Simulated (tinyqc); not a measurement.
Pi bands of a honeycomb layer in tight binding: one step. Levels at Gamma, M and K. Three cases, with inputs chosen for the exercise.

Problem. Solve the quadratic (e - E)^2 - D^2 - (t + s0 E)^2 w^2 = 0 with e = -t2 (w^2 - 3), for w = 3, 1, 0.

Lattice vectors a (1,0) and a (1/2, sqrt3/2); f = exp(i ky a/sqrt3) + 2 cos(kx a/2) exp(-i ky a/(2 sqrt3)), w = |f|. H = [[D - t2 F, -t f], [., -D - t2 F]] with F = w^2 - 3, S = [[1, s0 f], [., 1]]; the levels solve det(H - E S) = 0. K = (4 pi/3a, 0), M = (pi/a, pi/(sqrt3 a)); w = 3, 1, 0 at Gamma, M, K.

Give: a table of point, w, lower, upper, difference.

Case 1.

Values chosen (of the size used for graphene; shifted at random, so the results belong to these values and not to a real crystal): t = 3.01 eV (nearest hopping); t2 = 0 eV (second-neighbour hopping); s0 = 0 (overlap of neighbours); D = 0.141 eV (+D on A, -D on B).

Solution.

Levels (eV):
```
point  w    lower   upper  difference
Gamma  3  -9.0311  9.0311     18.0622
M      1  -3.0133  3.0133      6.0266
K      0  -0.1410  0.1410      0.2820
```

Measured from the middle of the levels at K (0.000 eV), the upper band reaches 9.031 eV and the lower -9.031 eV at Gamma: mirror images, as neither overlap nor t2 is present. The saddle points at M give the absorption peak at 6.027 eV in this one-electron picture.

Case 2.

Values chosen (of the size used for graphene; shifted at random, so the results belong to these values and not to a real crystal): t = 2.84 eV (nearest hopping); t2 = 0 eV (second-neighbour hopping); s0 = 0 (overlap of neighbours); D = 0 eV (+D on A, -D on B).

Solution.

Levels (eV):
```
point  w    lower   upper  difference
Gamma  3  -8.5200  8.5200     17.0400
M      1  -2.8400  2.8400      5.6800
K      0   0.0000  0.0000      0.0000
```

Measured from the middle of the levels at K (0.000 eV), the upper band reaches 8.520 eV and the lower -8.520 eV at Gamma: mirror images, as neither overlap nor t2 is present. The saddle points at M give the absorption peak at 5.680 eV in this one-electron picture.

Case 3.

Values chosen (of the size used for graphene; shifted at random, so the results belong to these values and not to a real crystal): t = 2.78 eV (nearest hopping); t2 = 0 eV (second-neighbour hopping); s0 = 0.11 (overlap of neighbours); D = 0 eV (+D on A, -D on B).

Solution.

Levels (eV):
```
point  w    lower    upper  difference
Gamma  3  -6.2707  12.4478     18.7184
M      1  -2.5045   3.1236      5.6281
K      0   0.0000   0.0000      0.0000
```

Measured from the middle of the levels at K (0.000 eV), the upper band reaches 12.448 eV and the lower -6.271 eV at Gamma: the upper band is the wider; overlap stretches the upper band and positive t2 the lower. The saddle points at M give the absorption peak at 5.628 eV in this one-electron picture.

Computed by tinyqc, one run a case: `OMP_NUM_THREADS=1 python tinyqc.py N N+1 out.jsonl` with N = 1450806, 1451193, 1451607; one thread of a shared Intel(R) Xeon(R) Processor @ 2.30GHz, about 0.01 s a run at most.
